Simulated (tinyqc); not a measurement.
Front-illuminated p-i-n photodiode, quantum efficiency and bandwidth: one step of the calculation.

Light enters through a p layer (0 to xp), a depleted layer (xp to xp + wi) and a thick n substrate, decaying as exp(-al x); one pass, no back reflection. Carriers made in the depleted layer are all collected; those in the neutral layers diffuse.

Question. Response at one frequency. Drift response for pairs made in the depleted layer, a = al wi, g = 1 - exp(-a), u = 2 pi i f, te = wi/ve, th = wi/vh: electrons He = [g - a (exp(-a) - exp(-u te))/(u te - a)]/(u te g), holes Hh = [g - a (1 - exp(-a - u th))/(a + u th)]/(u th g); C = eps0 eps_r pi (dia/2)^2/wi + Cp; total |He + Hh|/sqrt(1 + (2 pi f RL C)^2), for the current of the depleted layer alone.

Parameters, values chosen for the exercise; values close to those of In0.53Ga0.47As at this wavelength:
```
symbol,value,unit,meaning
al,11000,1/cm,absorption coefficient
eps_r,13.4,,relative permittivity
wi,1.8,um,thickness of the depleted layer
ve,7.08e6,cm/s,electron drift velocity
vh,5.02e6,cm/s,hole drift velocity
dia,24,um,diameter
RL,50,ohm,load resistance
Cp,5,fF,parasitic capacitance
f,17,GHz,modulation frequency
```

Constants: eps0 = 8.8541878128e-14 F/cm where lengths are in cm. Results are converted to the units shown.

Wanted: te; th; He; Hh; |He + Hh|; C; total response.

Answer.

te = 25.424 ps
th = 35.857 ps
He = 0.27456-0.43971i
Hh = 0.14236-0.20124i
|He + Hh| = 0.76462
C = 34.819 fF
total response = 0.75173

The drift response alone falls to 1/sqrt(2) at 19.3 GHz and the RC term alone at 91.4 GHz; together they give 18.7 GHz for this part of the current; the diffusion currents, left out, respond on their own time scales.

Program tinyqc, `OMP_NUM_THREADS=1 python tinyqc.py 2250113 2250114 out.jsonl`; Intel Xeon 2.30GHz, shared host, one thread, about 0.01 s.
